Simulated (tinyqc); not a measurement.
Abrupt p-n junction, non-linear Poisson equation by Newton steps: two steps of the calculation.

One dimension, p side on the left, n side on the right; net doping C = -Na for x < 0 and +Nd for x > 0. The potential psi is counted from the intrinsic level, and the quasi-Fermi potentials are flat: 0 for holes and -V for electrons, so n = ni exp((psi + V)/Vt) and p = ni exp(-psi/Vt) (Boltzmann statistics, full ionisation, no current). Under reverse bias this makes the minority densities vanishingly small everywhere; they play no part in the charge.

Parameters, values chosen for the exercise: temperature T = 350 K; bias of the p side against the n side V = -0.6 V.

Constants: q = 1.602176634e-19 C, kB = 1.380649e-23 J/K, Vt = kB T/q. Results are converted to the units shown.

Problem 1. Densities, residual and Jacobian diagonal. n_i = ni exp((psi_i + V)/Vt), p_i = ni exp(-psi_i/Vt), rho_i = p_i - n_i + C_i, g_i = (n_i + p_i)/Vt. Box widths w_i = (h_(i-1) + h_i)/2 in cm. Residual F_i = a_i (psi_(i+1) - psi_i) - a_(i-1) (psi_i - psi_(i-1)) + q rho_i w_i; Jacobian: a_(i-1) and a_i beside the diagonal, b_i = -a_(i-1) - a_i - q g_i w_i on it. The two end nodes are fixed.

```
node	x (nm)	psi at the start (V)	net doping C (cm^-3)
0	-548	-1.4180397	-4.4e16
1	-294	-1.4180397	-4.4e16
2	-155	-0.7570857	-4.4e16
3	-79.4	0.3031001	-4.4e16
4	-38.1	1.0925581	-4.4e16
5	-15.6	1.5851734	-4.4e16
6	-3.35	1.8719159	-4.4e16
7	3.35	2.0233451	9.4e17
8	11.5	2.1082281	9.4e17
9	21.3	2.1103823	9.4e17
10	33.2	2.1103823	9.4e17
11	47.7	2.1103823	9.4e17
```

coupling a_i, interval 0 to 10 (F/cm^2): 3.1861133e-8  5.8221062e-8  1.0704666e-7  1.9594982e-7  3.5967678e-7  6.6063083e-7  1.2078698e-6  9.9297272e-7  8.2578854e-7  6.8006115e-7  5.5811915e-7
ni = 1.6771813e-4 cm^-3

Find: n; p; residual F; diagonal b.

Solution 1.

```
node	n (cm^-3)	p (cm^-3)
0	1.466e-33	4.400e16
1	1.466e-33	4.400e16
2	4.824e-24	1.337e7
3	8.900e-9	7.247e-9
4	2075	3.108e-20
5	2.573e10	2.507e-27
6	3.462e14	1.863e-31
7	5.246e16	1.229e-33
8	8.752e17	7.369e-35
9	9.400e17	6.861e-35
10	9.400e17	6.861e-35
11	9.400e17	6.861e-35
```

```
node	residual F (1e-8 C/cm^2)	diagonal b (F/cm^2)
1	3.848	-4.683e-6
2	-0.063	-1.653e-7
3	0.000	-3.030e-7
4	0.000	-5.556e-7
5	0.000	-1.020e-6
6	-1.326	-1.870e-6
7	0.696	-2.408e-6
8	-7.319	-5.991e-6
9	-0.178	-6.924e-6
10	0.000	-7.829e-6
```

Problem 2. Newton step. Solve the tridiagonal system a_(i-1) d_(i-1) + b_i d_i + a_i d_(i+1) = -F_i for nodes 1 to 10, with d = 0 on fixed nodes. Each component d is damped to sign(d) Vt ln(1 + |d|/Vt) before it is added.

coupling a_i, interval 0 to 10 (F/cm^2): 3.1861133e-8  5.8221062e-8  1.0704666e-7  1.9594982e-7  3.5967678e-7  6.6063083e-7  1.2078698e-6  9.9297272e-7  8.2578854e-7  6.8006115e-7  5.5811915e-7

```
node	diagonal b (F/cm^2)	residual F (C/cm^2)
1	-3.4818469e-6	5.1189315e-10
2	-1.6526773e-7	4.7117044e-11
3	-3.0299648e-7	3.5513858e-11
4	-5.5562661e-7	1.9975326e-11
5	-1.0203077e-6	1.0895466e-11
6	-1.8691494e-6	-1.4161954e-9
7	-2.3053242e-6	9.0650241e-10
8	-4.0678916e-6	-3.9388079e-9
9	-6.4658222e-6	4.9081716e-10
10	-7.7788544e-6	3.8284756e-12
```

psi after iteration 2, node 0 to 11 (V): -1.4180397  -1.4088963  -0.7728804  0.2801052  1.0658109  1.5564376  1.8421138  2.0027350  2.0895885  2.1077191  2.1101497  2.1103823

Find: Newton step d, before damping; psi after iteration 3.

Solution 2.

Newton step d, before damping, node 1 to 10 (in units of 1e-3 V): 0.1379  -0.5441  -1.3552  -1.9796  -2.3752  -2.6071  -1.5629  -1.3701  -0.0999  -0.0082
psi after iteration 3, node 0 to 11 (V): -1.4180  -1.4088  -0.7734  0.2788  1.0639  1.5542  1.8396  2.0012  2.0882  2.1076  2.1101  2.1104

Numbers from tinyqc (`OMP_NUM_THREADS=1 python tinyqc.py 2000029 2000030 out.jsonl`; about 0.02 s on one thread of a shared Intel Xeon 2.30GHz).
